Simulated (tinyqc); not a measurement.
MP2 on RHF in the sto-3g basis, for H3-, spin multiplicity 1, step by step. The basis has no diffuse functions, so it cannot describe the extra electron: this is an exercise in the method, not the real anion. One step of it, computed by the program tinyqc.

Problem. Iteration 9 (converged): orbitals. Diagonalise F' = X^T F X, C = X C', fill 2 alpha and 2 beta electrons from the bottom; D = 2 C_occ C_occ^T. Each column has its largest component positive (the first on a tie).

converged F (hartree):
```
,1H 1s,2H 1s,3H 1s
1H 1s,0.131077,-0.219873,-0.219913
2H 1s,-0.219873,0.143783,-0.040469
3H 1s,-0.219913,-0.040469,0.143732
```

X:
```
,1,2,3
1H 1s,1.067189,-0.000032,0.530217
2H 1s,-0.691117,0.745538,0.409293
3H 1s,-0.691285,-0.745407,0.409342
```

Give: F' = X^T F X; orbital energies; coefficients C; D after iteration 9.

Solution.

F' = X^T F X (hartree):
```
,1,2,3
1,0.8968,0.0000,-0.0152
2,0.0000,0.2048,0.0000
3,-0.0152,0.0000,-0.1194
```

orbital energies (hartree): MO1 -0.1197, MO2 0.2048, MO3 0.8970

coefficients C:
```
,MO1,MO2,MO3
1H 1s,0.5461,0.0000,1.0591
2H 1s,0.3989,0.7455,-0.6972
3H 1s,0.3990,-0.7454,-0.6973
```

D after iteration 9:
```
,1H 1s,2H 1s,3H 1s
1H 1s,0.5965,0.4357,0.4357
2H 1s,0.4357,1.4298,-0.7932
3H 1s,0.4357,-0.7932,1.4297
```
